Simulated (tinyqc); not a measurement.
Worked calculation: electron-beam lithography: double-Gaussian proximity function, edge placement and dose correction for parallel lines. Computed by tinyqc, a small Python program that keeps every step. Command: `OMP_NUM_THREADS=1 python tinyqc.py 3112486 3112487 out.jsonl proximity walk`. One thread of a shared host (Intel(R) Xeon(R) Processor @ 2.30GHz), about 0.01 s of CPU time with the checks. Intermediate numbers are printed to about 5 digits and carried at full precision; extremes and crossings named in words are read from the listed rows.

Lines are infinitely long. Absorbed energy is counted so that the middle of a very large area written at dose 1 receives 1; the resist develops where it exceeds 1/2.

Inputs (values chosen for the exercise, of the order of those for 20 keV electrons in resist on silicon):
```
quantity                              value               unit
forward range alpha                   0.008         micrometre
backscatter range beta                  2.2         micrometre
backscatter ratio eta                  0.83                  -
base dose D0                            690  microcoulomb/cm^2
beam current                             43                 nA
pixel size                                2                 nm
width of the test line                 0.17         micrometre
pattern density around the test line   0.45                  -
```

line widths (micrometre): 2  0.037  0.088  0.031

gaps between the lines (micrometre): 0.17  0.12  1.7

Constants: e = 1.602176634e-19 C.

## Layout

The first line starts at x = 0; each next one starts after the width and the gap.

Lines (micrometre):
```
line  left edge  right edge  centre
1         0.000       2.000  1.0000
2         2.170       2.207  2.1885
3         2.327       2.415  2.3710
4         4.115       4.146  4.1305
```

## Interaction matrix

f(r) = [exp(-r^2/alpha^2)/alpha^2 + eta exp(-r^2/beta^2)/beta^2]/(pi (1 + eta)). A line from a to b at dose d gives E(x) = d [S(alpha) + eta S(beta)]/(1 + eta), S(s) = [erf((b - x)/s) - erf((a - x)/s)]/2. M_ij is the mean of E at the two edges of line i from line j at dose 1.

M:
```
         1        2        3        4
1  0.45497  0.00294  0.00658  0.00076
2  0.16873  0.27753  0.01016  0.00165
3  0.15510  0.00427  0.28345  0.00190
4  0.03695  0.00197  0.00540  0.27683
```

## Dose correction

Uncorrected edge energies are M 1. Solve M d = 1/2 for the doses d that put the mean edge energy of every line at the threshold.

edge energies at dose 1: 1 0.46524, 2 0.45808, 3 0.44473, 4 0.32115

corrected doses: 1 1.0726, 2 1.0977, 3 1.1496, 4 1.6328

largest over smallest dose = 1.5223

Line 4 needs the most and line 1 the least; a narrow isolated line much wider than alpha would need 1 + eta = 1.83.

## Printed widths

Edges are the roots of E(x) = 1/2 between a line centre and the middle of the next gap. Three cases: dose 1 everywhere; one common dose equal to the mean of d; the corrected doses.

Width error, printed less drawn (nm):
```
line  drawn width (nm)   dose 1  mean dose  corrected
1                 2000   -1.809     3.2257   3.60e-05
2                   37   -2.189     2.8452   1.14e-04
3                   88   -2.900     2.1359   2.89e-04
4                   31  -10.675    -4.3993   2.10e-05
```

With the common mean dose the errors span 7.6 nm. With corrected doses the largest error is below 0.01 nm.

## Dose to size and latitude

A test line of width w << beta in surroundings of density rho, all at dose d: near its edge E(x) = d [S + eta rho]/(1 + eta), S = [erf((b - x)/alpha) - erf((a - x)/alpha)]/2 for edges a and b, the second term being the background energy. Dose to size d_s = (1 + eta)/(erf(w/alpha) + 2 eta rho), dose = d_s D0; edge slope d [1 - exp(-w^2/alpha^2)]/(sqrt(pi) alpha (1 + eta)); width change per 1 % of dose = 2 x 0.01 x (1/2)/slope.

dose to size d_s = 1.0475

dose = 722.78 microcoulomb/cm^2

edge slope = 0.040368 1/nm

width change per 1 % of dose = 0.24772 nm

background energy = 0.21380

The background supplies 43 % of the threshold.

## Shot noise and writing time

With dose = d_s D0: electrons per pixel N = dose x pixel area/e; relative noise 1/sqrt(N); time per cm^2 of pattern area = dose x density/current; pixel rate = current/(dose x pixel area).

electrons per pixel = 180.45

shot noise = 7.4443 %

writing time per cm^2 = 2.1011 h

pixel rate = 1487.3 MHz

Checks made by the program: corrected edge energies (relative difference below 1e-10).
